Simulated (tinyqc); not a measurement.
Short-channel transistor, virtual-source model with series resistance: effect of the temperature on the on and off currents.

The current per gate width is the charge at the top of the source barrier (the virtual source) times its velocity times a saturation function; al and be are fitting constants of the model. Units: I in uA/um, Rs in ohm um, so I Rs = 1e-6 I Rs in volts; Q in uC/cm^2, so I = 1e-4 Q vx0 Fsat with vx0 in cm/s.

Intrinsic voltages Vg' = Vgs - I Rs, Vd' = Vds - 2 I Rs. n = n0 + nd Vd', VT = VT0 - dl Vd', Ff = 1/(1 + exp((Vg' - VT + al Vt/2)/(al Vt))), Q = Cinv n Vt ln(1 + exp((Vg' - VT + al Vt Ff)/(n Vt))), Vdsat = (vx0 L/mu)(1 - Ff) + Vt Ff, Fsat = u/(1 + u^be)^(1/be) with u = Vd'/Vdsat, and I = Q vx0 Fsat per width. I is solved self-consistently. Ion is I at Vgs = Vds = 1 V, Ioff at Vgs = 0, Vds = 1 V, and Rlin = Vds/I at Vgs = 1 V, Vds = 0.05 V. mu, vx0, VT0, dl and n0 are held fixed.

Parameters, values chosen for the exercise: inversion capacitance Cinv = 4 uF/cm^2; velocity at the virtual source vx0 = 5.44e6 cm/s; apparent mobility mu = 880 cm^2/(V s); channel length L = 90 nm; threshold at zero drain voltage VT0 = 0.48 V; drain-induced barrier lowering dl = 0.035 V/V; subthreshold factor n0 = 1.45; growth of n with drain voltage nd = 0 1/V; threshold shift (in units of Vt) from weak to strong inversion al = 3.5; sharpness of saturation be = 1.6; series resistance of each contact Rs = 30 ohm um.

Constants: q = 1.602176634e-19 C, kB = 1.380649e-23 J/K, Vt = kB T/q. Results are converted to the units shown.

Results:
```
T (K)  Ion (uA/um)  Ioff (nA/um)  log10(Ion/Ioff)  Rlin (ohm um)
200         1121.7      0.011189           8.0011         118.48
230         1121.7       0.13072           6.9335         118.47
260         1121.8       0.87565           6.1076         118.45
290         1121.9        3.9843           5.4496         118.41
350         1122.6        38.160           4.4686         118.31
380         1123.2        90.452           4.0940         118.23
410         1123.9        188.82           3.7747         118.15
```

Estimate the missing row, T = 320 K.

Computed row:
```
T (K)  Ion (uA/um)  Ioff (nA/um)  log10(Ion/Ioff)  Rlin (ohm um)
320         1122.2        13.696           4.9135         118.37
```

With this row back in the table: As T goes from 200 to 410 K, Ion stays near 1120 uA/um, Ioff rises from 0.0112 to 189 nA/um and Rlin stays near 118 ohm um. Ion changes by a factor of 1.00 and Ioff by 16900.

Program tinyqc, `OMP_NUM_THREADS=1 python tinyqc.py 2380103 2380104 out.jsonl`; Intel Xeon 2.30GHz, shared host, one thread, about 0.01 s.
